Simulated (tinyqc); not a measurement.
Ways to converge the cycle: SCF convergence aids in the sto-6g basis, for H6, spin multiplicity 1. Computed by the program tinyqc with PySCF. 

Geometry (angstrom):

| atom | x | y | z |
|---|---|---|---|
| H | 0.0000 | 0.0000 | 0.0000 |
| H | 0.0000 | 0.0000 | 0.9400 |
| H | 0.0000 | 0.0000 | 2.1900 |
| H | 0.0000 | 0.0000 | 3.1300 |
| H | 0.0000 | 0.0000 | 4.3810 |
| H | 0.0000 | 0.0000 | 5.3210 |

lowest restricted solution found by these runs and by PySCF = -3.235821 hartree

RHF with one setting changed at a time; a run stops when the energy changes by less than 1e-09 hartree and the error matrix is below 1e-5. The start is random orbitals. Damping d keeps d of the old density; a shift (hartree) raises the virtual levels; DIIS n extrapolates F over n matrices.

Largest element of the error matrix X^T (FDS - SDF) X:

| iteration | plain | damping 0.3 | damping 0.6 | shift 0.4 | DIIS 3 | DIIS 8 |
|---|---|---|---|---|---|---|
| 1 | 4.7e-01 | 4.7e-01 | 4.7e-01 | 4.7e-01 | 4.7e-01 | 4.7e-01 |
| 2 | 3.6e-01 | 3.7e-01 | 4.1e-01 | 5.6e-01 | 3.6e-01 | 3.6e-01 |
| 3 | 8.4e-02 | 1.6e-01 | 3.1e-01 | 2.8e-01 | 8.5e-02 | 8.5e-02 |
| 4 | 2.5e-02 | 6.4e-02 | 2.3e-01 | 1.1e-01 | 8.2e-03 | 8.2e-03 |
| 5 | 6.9e-03 | 2.6e-02 | 1.6e-01 | 4.0e-02 | 1.2e-03 | 1.0e-03 |
| 6 | 1.9e-03 | 1.1e-02 | 1.1e-01 | 1.5e-02 | 1.7e-04 | 7.7e-05 |
| 8 | 1.5e-04 | 2.8e-03 | 5.2e-02 | 2.6e-03 | 1.6e-06 | 1.5e-06 |
| 10 | 1.2e-05 | 7.1e-04 | 2.3e-02 | 4.9e-04 | - | - |
| 14 | - | 4.3e-05 | 4.7e-03 | 2.3e-05 | - | - |
| 20 | - | 6.4e-07 | 4.3e-04 | - | - | - |
| 30 | - | - | 9.4e-06 | - | - | - |

How each run ends:

| run | iterations | E (hartree) | state |
|---|---|---|---|
| plain | 11 | -3.23582 | lowest found |
| damping 0.3 | 21 | -3.23582 | lowest found |
| damping 0.6 | 44 | -3.23582 | lowest found |
| shift 0.4 | 16 | -3.23582 | lowest found |
| DIIS 3 | 9 | -3.23582 | lowest found |
| DIIS 8 | 8 | -3.23582 | lowest found |

6 of 6 runs reach the lowest restricted solution found, in 8 to 44 iterations (fastest: DIIS 8). Plain steps already contract here, so damping only slows them. DIIS 3 and DIIS 8 gain by cancelling the error over several earlier matrices, much as a quasi-Newton step does.
